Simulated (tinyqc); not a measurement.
## Series resistance and mobility from two gate lengths

Question. At small Vds the total resistance times width is 2 Rs + L/(mu Q), with the same mu and Q at both lengths. Find mu and Rs.

total resistance at L = 20 and 80 nm (ohm um): 321.84397  747.37589
Q = 0.94 uC/cm^2

Solution. The slope against L is 1/(mu Q), and the intercept at L = 0 is 2 Rs.

mu = 150.0 cm^2/(V s)
Rs = 90.00 ohm um

Computed by the program tinyqc: `OMP_NUM_THREADS=1 python tinyqc.py 2380101 2380102 out.jsonl`, one thread of a shared Intel Xeon 2.30GHz, about 0.01 s for the whole run.
